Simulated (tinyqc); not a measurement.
Inside a calculation. Model: crystal pulling from the melt: segregation, interface stability, heat balance and point-defect regime. Computed by tinyqc, a small Python program that keeps every step. Command: `OMP_NUM_THREADS=1 python tinyqc.py 3005401 3005402 out.jsonl pull walk`. One thread of a shared host (Intel(R) Xeon(R) Processor @ 2.30GHz), about 0.01 s of CPU time with the checks. Intermediate numbers are printed to about 5 digits and carried at full precision; extremes and crossings named in words are read from the listed rows.

A dilute solute; steady pulling with a flat interface unless it is found unstable.

Inputs (values chosen for the exercise, for a model semiconductor):
```
quantity                         value          unit
equilibrium coefficient k0        0.35             -
initial melt concentration C0  7.6e+16        1/cm^3
diffusivity in the melt D      0.00026        cm^2/s
kinematic viscosity nu          0.0036        cm^2/s
crystal rotation                    30           rpm
pull rate V                        0.9        mm/min
gradient in the melt G_L            15          K/cm
solid conductivity k_S              21       W/(m K)
melt conductivity k_L             64.5       W/(m K)
latent heat per volume L          4150        J/cm^3
melting point T_m                 1685             K
interface energy gamma            0.39         J/m^2
frozen fraction g                 0.84             -
critical ratio xi_c               0.14  mm^2/(min K)
evaporation number beta           0.89             -
```

Loss from the melt surface: evaporation.

Constants: k_B = 1.380649e-23 J/K.

## Boundary layer and effective coefficient

delta = 1.61 D^(1/3) nu^(1/6) omega^(-1/2), omega = 2 pi rpm/60; k_eff = k0/[k0 + (1 - k0) exp(-V delta/D)] (Burton, Prim and Slichter); the melt at the interface is enriched by k_eff/k0.

boundary layer delta = 226.97 micrometre

V delta/D = 0.13094

k_eff = 0.38034

enrichment at the interface = 1.0867

k_eff has moved 4.7 % of the way from k0 to 1. A 10 % ripple of V gives striations of 0.81 % in C_s, since d ln k_eff/d ln V = (1 - k_eff) V delta/D.

## Concentration at the frozen fraction g

Axial profile: C_s = k_eff C0 (1 - g)^(k_eff - 1 + beta), where beta, the evaporation velocity times the free melt area over the volume growth rate, is taken constant; bulk melt C_L = C_s/k_eff. Usable fraction: the g at which C_s has changed by 30 % from its first value (0.99 at most).

C_s = 1.7613e+16 1/cm^3

C_L = 4.6308e+16 1/cm^3

usable fraction = 0.73269

Evaporation outweighs segregation: C_s falls along the crystal.

## Heat balance and the ratio V/G

k_S G_S = k_L G_L + L V; the largest rate for this G_S, with G_L = 0, is k_S G_S/L. Voronkov: the crystal grows vacancy-rich if V/G_S > xi_c and interstitial-rich if below; at fixed G_L the neutral rate solves V = xi_c G_S(V).

gradient in the solid G_S = 75.714 K/cm

largest rate = 2.2988 mm/min

V/G_S = 0.11887 mm^2/(min K)

neutral pull rate = 1.1969 mm/min

V/G_S is 0.85 xi_c: interstitials survive and can form dislocation loops. Latent heat makes up 39 % of the flux.

## Constitutional supercooling

Liquidus slope per concentration (van 't Hoff): |m| = k_B T_m^2 (1 - k0)/L. Solute gradient at the interface: G_C = (V/D) C_s (1 - k0)/k0. Constitutional supercooling sets in when |m| G_C > G_L. Critical C_s from the equality.

|m| = 6.1397e-21 K cm^3

|m| G_C = 0.0011586 K/cm

critical C_s = 2.2802e+20 1/cm^3

ratio |m| G_C/G_L = 7.7241e-05

The interface is stable by this test, with a margin of 13000.

## Morphological stability

Liquidus slope per concentration (van 't Hoff): |m| = k_B T_m^2 (1 - k0)/L. Solute gradient at the interface: G_C = (V/D) C_s (1 - k0)/k0. Constitutional supercooling sets in when |m| G_C > G_L. Mullins-Sekerka for a thick solute layer: a ripple of wave number w grows if S(w) = -Gam w^2 - G* + |m| G_C (w* - V/D)/(w* - (1 - k0) V/D) > 0, Gam = gamma T_m/L, G* = (k_S G_S + k_L G_L)/(k_S + k_L), w* = V/(2D) + sqrt((V/(2D))^2 + w^2). The critical C_s is that at which the maximum of S over w is zero.

critical C_s, Mullins-Sekerka = 4.6605e+20 1/cm^3

wavelength at onset = 500.34 micrometre

ratio to the constitutional value = 2.0439

The full theory allows 2.04 times more solute: the weighted gradient G* replaces G_L, and capillarity and lateral diffusion help. At g the interface is stable. Caution: the onset wavelength exceeds the stirred boundary layer, so flow cuts off the solute field assumed in this theory.

## Along the crystal

Axial profile: C_s = k_eff C0 (1 - g)^(k_eff - 1 + beta), where beta, the evaporation velocity times the free melt area over the volume growth rate, is taken constant; bulk melt C_L = C_s/k_eff.

Axial profile:
```
g     C_s (1/cm^3)  C_s/C_s(0)  the same for k0, no loss  C_s over constitutional limit  C_s over Mullins-Sekerka limit
0.00    2.8906e+16      1.0000                    1.0000                     1.2677e-04                      6.2023e-05
0.20    2.7214e+16      0.9415                    1.1561                     1.1935e-04                      5.8392e-05
0.40    2.5178e+16      0.8710                    1.3938                     1.1042e-04                      5.4023e-05
0.60    2.2564e+16      0.7806                    1.8141                     9.8953e-05                      4.8414e-05
0.75    1.9871e+16      0.6874                    2.4623                     8.7146e-05                      4.2637e-05
0.85    1.7308e+16      0.5988                    3.4319                     7.5905e-05                      3.7138e-05
0.92    1.4603e+16      0.5052                    5.1641                     6.4042e-05                      3.1334e-05
0.97    1.1202e+16      0.3875                    9.7695                     4.9126e-05                      2.4036e-05
```

C_s changes by a factor 0.388 up to g = 0.97, against 9.77 for k0 without loss. Neither limit is reached.

Checks made by the program: the striation formula against a difference (relative difference below 1e-10).
